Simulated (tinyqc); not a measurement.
Worked calculation: CIS on RHF in the sto-6g basis, for H4, spin multiplicity 1. Computed by tinyqc, a small Python program that keeps every step (integrals from PySCF). Settings: charge = 0, multiplicity = 1, basis = sto-6g, method = RHF, energy threshold = 1e-10, iteration cap = 84, orthogonalisation = canonical, start = core, DIIS depth = 6. Command: `OMP_NUM_THREADS=1 python tinyqc.py 27218 27219 out.jsonl` (the two numbers bound the seeds that draw the settings). One thread of a shared host (Intel(R) Xeon(R) Processor @ 2.60GHz), about 0.05 s of CPU time with the checks. The early iterations of the SCF are left out here.

## One-electron integrals

Geometry (angstrom):

| atom | x | y | z |
|---|---|---|---|
| H | 0.00000 | 0.00000 | 0.00000 |
| H | 0.00000 | 0.00000 | 0.94500 |
| H | 0.00000 | 1.77500 | 0.00000 |
| H | 0.00000 | 1.77500 | 0.94500 |

Basis sto-6g: exponents (1/bohr^2) and contraction coefficients of normalised primitives:

| element | l (shell) | exponent | coefficient |
|---|---|---|---|
| H | s (1) | 35.52322 | 0.00916 |
| H | s (1) | 6.51314 | 0.04936 |
| H | s (1) | 1.82214 | 0.16854 |
| H | s (1) | 0.62596 | 0.37056 |
| H | s (1) | 0.24308 | 0.41649 |
| H | s (1) | 0.10011 | 0.13033 |

Overlap, kinetic and nuclear-attraction integrals over the contracted functions; the nuclear repulsion is the sum of Za Zb / Rab.

nuclear repulsion = 2.2425211 hartree

overlap S:
```
         1H 1s    2H 1s    3H 1s    4H 1s
1H 1s  1.00000  0.52960  0.17065  0.11783
2H 1s  0.52960  1.00000  0.11783  0.17065
3H 1s  0.17065  0.11783  1.00000  0.52960
4H 1s  0.11783  0.17065  0.52960  1.00000
```

kinetic energy T (hartree):
```
          1H 1s     2H 1s     3H 1s     4H 1s
1H 1s   0.76852   0.13271  -0.00725  -0.01169
2H 1s   0.13271   0.76852  -0.01169  -0.00725
3H 1s  -0.00725  -0.01169   0.76852   0.13271
4H 1s  -0.01169  -0.00725   0.13271   0.76852
```

nuclear attraction V (hartree):
```
          1H 1s     2H 1s     3H 1s     4H 1s
1H 1s  -2.33886  -1.17377  -0.33667  -0.23858
2H 1s  -1.17377  -2.33886  -0.23858  -0.33667
3H 1s  -0.33667  -0.23858  -2.33886  -1.17377
4H 1s  -0.23858  -0.33667  -1.17377  -2.33886
```

core Hamiltonian H = T + V (hartree):
```
          1H 1s     2H 1s     3H 1s     4H 1s
1H 1s  -1.57034  -1.04106  -0.34392  -0.25027
2H 1s  -1.04106  -1.57034  -0.25027  -0.34392
3H 1s  -0.34392  -0.25027  -1.57034  -1.04106
4H 1s  -0.25027  -0.34392  -1.04106  -1.57034
```

## Two-electron integrals

Functions are numbered as in S; the eight-fold symmetry (ij|kl) = (ji|kl) = (kl|ij) leaves the list below.

Two-electron integrals (ij|kl) in chemists' order, unique and non-zero (hartree):
```
(11|11) 0.77500   (21|11) 0.33552   (21|21) 0.18200   (22|11) 0.49630
(22|21) 0.33552   (22|22) 0.77500   (31|11) 0.08443   (31|21) 0.04015
(31|22) 0.06520   (31|31) 0.01552   (32|11) 0.05136   (32|21) 0.02873
(32|22) 0.05463   (32|31) 0.00978   (32|32) 0.00704   (33|11) 0.29582
(33|21) 0.15057   (33|22) 0.26227   (33|31) 0.08443   (33|32) 0.05463
(33|33) 0.77500   (41|11) 0.05463   (41|21) 0.02873   (41|22) 0.05136
(41|31) 0.00978   (41|32) 0.00694   (41|33) 0.05136   (41|41) 0.00704
(42|11) 0.06520   (42|21) 0.04015   (42|22) 0.08443   (42|31) 0.01211
(42|32) 0.00978   (42|33) 0.06520   (42|41) 0.00978   (42|42) 0.01552
(43|11) 0.15057   (43|21) 0.08152   (43|22) 0.15057   (43|31) 0.04015
(43|32) 0.02873   (43|33) 0.33552   (43|41) 0.02873   (43|42) 0.04015
(43|43) 0.18200   (44|11) 0.26227   (44|21) 0.15057   (44|22) 0.29582
(44|31) 0.06520   (44|32) 0.05136   (44|33) 0.49630   (44|41) 0.05463
(44|42) 0.08443   (44|43) 0.33552   (44|44) 0.77500
```

## Orthogonalisation

S = U s U^T; canonical form X = U s^(-1/2), so that X^T S X = 1. Each column of U has its largest component positive (the first on a tie).

eigenvalues of S: 0.41758  0.52322  1.24112  1.81808

X:
```
              1         2         3        4
1H 1s   0.77375   0.69124   0.44881  0.37082
2H 1s  -0.77375  -0.69124   0.44881  0.37082
3H 1s  -0.77375   0.69124  -0.44881  0.37082
4H 1s   0.77375  -0.69124  -0.44881  0.37082
```

## Iteration 2 (converged): orbitals

converged F (hartree):
```
          1H 1s     2H 1s     3H 1s     4H 1s
1H 1s  -0.27607  -0.50672  -0.13694  -0.12147
2H 1s  -0.50672  -0.27607  -0.12147  -0.13694
3H 1s  -0.13694  -0.12147  -0.27607  -0.50672
4H 1s  -0.12147  -0.13694  -0.50672  -0.27607
```

Diagonalise F' = X^T F X, C = X C', fill 2 alpha and 2 beta electrons from the bottom; D = 2 C_occ C_occ^T. Each column has its largest component positive (the first on a tie).

F' = X^T F X (hartree):
```
         1        2         3         4
1  0.58939  0.00000   0.00000   0.00000
2  0.00000  0.41124   0.00000   0.00000
3  0.00000  0.00000  -0.42250   0.00000
4  0.00000  0.00000   0.00000  -0.57269
```

orbital energies (hartree): MO1 -0.57269, MO2 -0.42250, MO3 0.41124, MO4 0.58939

coefficients C:
```
           MO1       MO2       MO3       MO4
1H 1s  0.37082   0.44881   0.69124   0.77375
2H 1s  0.37082   0.44881  -0.69124  -0.77375
3H 1s  0.37082  -0.44881   0.69124  -0.77375
4H 1s  0.37082  -0.44881  -0.69124   0.77375
```

D after iteration 2:
```
          1H 1s     2H 1s     3H 1s     4H 1s
1H 1s   0.67788   0.67788  -0.12785  -0.12785
2H 1s   0.67788   0.67788  -0.12785  -0.12785
3H 1s  -0.12785  -0.12785   0.67788   0.67788
4H 1s  -0.12785  -0.12785   0.67788   0.67788
```

## Convergence

Stop when the energy changes by less than 1e-10 hartree and every element of the error matrix X^T (F D S - S D F) X is below 3e-06.

Course of the cycle:

| iteration | E (hartree) | change | largest element of the error matrix |
|---|---|---|---|
| 1 | -2.1411475 | - | 1.05e-15 |
| 2 | -2.1411475 | -1.78e-15 | 8.11e-16 |

PySCF RHF in the same basis = -2.1411475 hartree

Converged in 2 iterations.

## Integrals over molecular orbitals

(pq|rs) = sum C_ip C_jq C_kr C_ls (ij|kl), one index at a time.

one-electron integrals over orbitals h = C^T H C (hartree):
```
          1         2         3         4
1  -1.76317   0.00000   0.00000   0.00000
2   0.00000  -1.62531   0.00000   0.00000
3   0.00000   0.00000  -1.19058   0.00000
4   0.00000   0.00000   0.00000  -1.04321
```

Two-electron integrals over orbitals (pq|rs), unique and non-zero (hartree):
```
(11|11) 0.45650   (21|21) 0.18325   (22|11) 0.45861   (22|22) 0.46883
(31|31) 0.10407   (32|32) 0.08941   (33|11) 0.44635   (33|22) 0.45131
(33|33) 0.45686   (41|32) 0.08722   (41|41) 0.08510   (42|31) 0.10875
(42|42) 0.11680   (43|21) 0.18238   (43|43) 0.19953   (44|11) 0.45371
(44|22) 0.46354   (44|33) 0.46583   (44|44) 0.47871
```

## CIS matrix, singlets

A(ia,jb) = (e_a - e_i) d_ij d_ab + 2 (ia|jb) - (ij|ab).

CIS matrix A, singlet (hartree):
```
         1>3       1>4       2>3      2>4
1>3  0.74574   0.00000   0.00000  0.03511
1>4  0.00000   0.87858  -0.00795  0.00000
2>3  0.00000  -0.00795   0.56127  0.00000
2>4  0.03511   0.00000   0.00000  0.78195
```

## CIS singlet states

dipole integrals <i|r|a> (bohr):
```
           x        y         z
1>3  0.00000  0.00000  -1.07172
1>4  0.00000  0.00000   0.00000
2>3  0.00000  0.00000   0.00000
2>4  0.00000  0.00000  -1.02864
```

Diagonalise A (1 hartree = 27.211386 eV); each vector has its largest component positive (the first on a tie). The transition dipole is mu = sqrt2 sum c_ia <i|r|a>.

singlet excitation energies (eV): 15.26749  19.71018  21.86037  23.91267

lowest vectors:
```
     state 1   state 2  state 3   state 4
1>3  0.00000   0.85392  0.52041   0.00000
1>4  0.02503   0.00000  0.00000   0.99969
2>3  0.99969   0.00000  0.00000  -0.02503
2>4  0.00000  -0.52041  0.85392   0.00000
```

oscillator strengths 2/3 w |mu|^2: 0.00000  0.13935  2.20910  0.00000

## CIS matrix, triplets

A(ia,jb) = (e_a - e_i) d_ij d_ab - (ij|ab).

CIS matrix A, triplet (hartree):
```
          1>3       1>4       2>3       2>4
1>3   0.53759   0.00000   0.00000  -0.18238
1>4   0.00000   0.70838  -0.18238   0.00000
2>3   0.00000  -0.18238   0.38244   0.00000
2>4  -0.18238   0.00000   0.00000   0.54835
```

## CIS triplet states

Diagonalise A (1 hartree = 27.211386 eV); each vector has its largest component positive (the first on a tie).

triplet excitation energies (eV): 8.18582  9.80993  19.73999  21.49679

lowest vectors:
```
     state 1  state 2   state 3   state 4
1>3  0.00000  0.71746  -0.69660   0.00000
1>4  0.40847  0.00000   0.00000   0.91277
2>3  0.91277  0.00000   0.00000  -0.40847
2>4  0.00000  0.69660   0.71746   0.00000
```
